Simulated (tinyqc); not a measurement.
Angle of incidence: thin-film optics by transfer matrices.

Indices N = n + i k. Snell: N0 sin(theta) = N_j sin(theta_j), with Im(N_j cos theta_j) >= 0. Admittance y_j = N_j cos theta_j for s and N_j/cos theta_j for p. Phase delta_j = 2 pi N_j cos theta_j d_j/lambda. Layer matrix [[cos delta, -i sin delta/y], [-i y sin delta, cos delta]], multiplied from the top down to M. (B, C) = M (1, y_sub); r = (y0 B - C)/(y0 B + C), R = |r|^2, T = 4 Re y0 Re y_sub/|y0 B + C|^2, absorbed in the films 1 - R - T.

Ellipsometry: rho = tan(Psi) exp(i Delta) = -conj(r_p/r_s) with the r of the admittance formula, Delta in 0 to 360 degrees, so that a bare dielectric at small angles gives Delta = 180.

Values chosen for the exercise (indices near those of Si3N4, SiO2 on Si; the results hold for these values, not for the real material): lam = 365 nm (vacuum wavelength); n0 = 1 (ambient index); n = (2.058, 1.497, 6.547) (n of Si3N4, SiO2, substrate); k = (0, 0, 2.586) (k in the same order); d = (99.9, 235) nm (thicknesses, top first).

Both polarisations.

Stack:

| theta (degrees) | R_s | R_p | Psi | Delta |
|---|---|---|---|---|
| 0 | 0.5875 | 0.5875 | 45.00 | 180.00 |
| 15 | 0.6158 | 0.5935 | 44.47 | 179.49 |
| 30 | 0.6604 | 0.5713 | 42.93 | 182.14 |
| 45 | 0.6377 | 0.4619 | 40.40 | 199.96 |
| 55 | 0.5270 | 0.3979 | 40.99 | 223.24 |
| 60 | 0.4201 | 0.4073 | 44.55 | 231.78 |
| 65 | 0.2739 | 0.4479 | 51.98 | 230.55 |
| 70 | 0.1204 | 0.5119 | 64.13 | 209.49 |
| 75 | 0.0552 | 0.5943 | 73.06 | 139.50 |
| 80 | 0.1789 | 0.6980 | 63.15 | 69.33 |
| 85 | 0.4922 | 0.8311 | 52.42 | 31.24 |

R_s and R_p agree at normal incidence (0.5875). R_p is lowest at 55 degrees of those listed (0.3979), where R_s = 0.5270: the two are within a factor 2 of each other, so the minimum selects polarisation poorly. R_s does not rise steadily, because the phase thickness of the films changes with the angle. R_p exceeds R_s at 65, 70, 75, 80 and 85 degrees, where Psi is above 45.

Program tinyqc; command `OMP_NUM_THREADS=1 python tinyqc.py 1681722 1681723 out.jsonl`; about 0.01 s on one thread of a shared Intel(R) Xeon(R) Processor @ 2.30GHz.
